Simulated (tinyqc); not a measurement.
Inside a calculation. Method: coherent transport through a tight-binding region between two chains. One step of it, computed by the program tinyqc.

Task: Transmission at E = 0.55 eV. Surface Green function g = (E - i sqrt(4 t^2 - E^2)) / (2 t^2); self-energy tc^2 g on each contact site; G = (E - H - Sigma)^(-1); Gamma = -2 Im Sigma; T = Gamma_L Gamma_R |G_LR|^2; local density of states -Im G_ii / pi.

H of the central region (eV):
```
[[0.000000, -0.590000, 0.000000, 0.000000],
 [-0.590000, 0.610000, -0.590000, 0.000000],
 [0.000000, -0.590000, 0.610000, -0.310000],
 [0.000000, 0.000000, -0.310000, 0.000000]]
```

Leads: semi-infinite chains with site energy 0:
```
parameter                           value
lead hopping t (eV)              1.240000
coupling to the left lead (eV)   0.750000
coupling to the right lead (eV)  0.620000
left contact site                       1
right contact site                      4
```

E = 0.550000 eV

Give: g; G; local density of states; transmission.

Result:

g = 0.179-0.786i 1/eV

G (1/eV):
```
[[0.690-1.548i, 0.009+0.661i, -0.689+1.615i, -0.150-0.946i],
 [0.009+0.661i, 0.489-0.510i, 1.736-0.713i, -0.595+0.833i],
 [-0.689+1.615i, 1.736-0.713i, 0.866-1.687i, 0.090+1.031i],
 [-0.150-0.946i, -0.595+0.833i, 0.090+1.031i, 1.150-1.386i]]
```

local density of states (1/eV): [0.493, 0.162, 0.537, 0.441]

transmission = 0.491
